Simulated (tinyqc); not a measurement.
# Worked calculation: MOSFET in the linear regime without short-channel effects, parameter extraction from computed curves

Computed by the program tinyqc: `OMP_NUM_THREADS=1 python tinyqc.py 2210132 2210133 out.jsonl`, one thread of a shared Intel Xeon 2.30GHz, about 0.01 s for the whole run. Printed values are rounded.

Inversion charge Q = Cox n Vt W0(exp((Vg - VT)/(n Vt))), W0 the Lambert function and n = nf; u = Q/Cox; mobility mu = mu0/(1 + th1 u + th2 u^2); channel resistance Rch = (L - dL)/(W mu Q); Id = Vd/(Rch + Rsd/W). Cox = eps0 eox/tox. Small Vd, no channel-length or drain effects.

Values chosen for this exercise; channel values of the order met in silicon transistors: temperature T = 300 K; relative permittivity of the gate insulator (close to silicon nitride) eox = 7.63; insulator thickness tox = 12 nm; low-field mobility mu0 = 120 cm^2/(V s); first mobility attenuation factor th1 = 0.08 1/V; second mobility attenuation factor th2 = 0.04 1/V^2; threshold voltage VT = 0.68 V; body factor nf = 1.14; gate width W = 1 um; drawn gate length L = 0.14 um; drawn less effective length dL = 0.019 um; source plus drain resistance Rsd = 88 ohm um; drain voltage Vd = 0.01 V.

Constants: q = 1.602176634e-19 C, kB = 1.380649e-23 J/K, Vt = kB T/q, eps0 = 8.8541878128e-14 F/cm where lengths are in cm. Results are converted to the units shown.

## Transfer curve

Vg, point 0 to 8 (V): 0.38  0.53  0.68  0.83  0.98  1.13  1.28  1.43  1.58

u, mu, Rch and Id as defined.

```
point       u (V)  mu (cm^2/(V s))  Rch (ohm)     Id (uA)
0      1.11821e-6          120.000  1.60172e9  6.24327e-6
1      1.80431e-4          119.998  9.92675e6  0.00100737
2       0.0167144          119.838  1.07301e5   0.0931190
3        0.110935          118.886    16296.4    0.610335
4        0.238390          117.492    7673.53     1.28841
5        0.375037          115.872    4945.87     1.98654
6        0.515653          114.081    3653.63     2.67263
7        0.658448          112.148    2910.59     3.33490
8        0.802613          110.094    2432.33     3.96773
```

## Threshold and mobility at the peak transconductance

gm_i = (Id_(i+1) - Id_(i-1))/(Vg_(i+1) - Vg_(i-1)); at the point j of largest gm the tangent meets the axis at V_ext = Vg_j - Id_j/gm_j; field-effect mobility gm_j L/(W Cox Vd) with the drawn L.

gm, point 1 to 7 (uS): 0.310376  2.03109  3.98429  4.58736  4.61409  4.49451  4.31699
j = 5
V_ext = 0.699462 V
field-effect mobility = 114.742 cm^2/(V s)

V_ext is 19 mV above the model VT, and the mobility so found is 17 % below mu0 L/(L - dL) = 139 cm^2/(V s), the value for the drawn L; attenuation, series resistance and the slow approach of Q to a straight line all lower the peak gm.

## The Y function

Y_i = Id_i/sqrt(gm_i). For Id = beta Vd x/(1 + th x), x = Vg - VT, Y = sqrt(beta Vd) x whatever th. Slope s from points 4 and 7; VT_Y = Vg - Y/s at point 7; beta = s^2/Vd; mobility beta L/(W Cox) with the drawn L; th* = (beta Vd x/Id - 1)/x at point 7.

Y, point 1 to 7 (uA^0.5 V^0.5): 0.00180819  0.0653392  0.305769  0.601549  0.924815  1.26066  1.60506
s = 2.23003 uA^0.5 V^-0.5
VT_Y = 0.710251 V
beta = 497.303 uA/V^2
mobility from Y = 123.668 cm^2/(V s)
th* = 0.101836 1/V

The mobility from Y is 11 % below mu0 L/(L - dL) = 139 cm^2/(V s), which it should reach in deep inversion when th2 = 0. th* compares with th1 + mu0 Cox Rsd/(L - dL) = 0.129 1/V, since series resistance enters like th1. The match is poor here: at these overdrives Q is not yet a straight line in Vg and th2 bends Y.
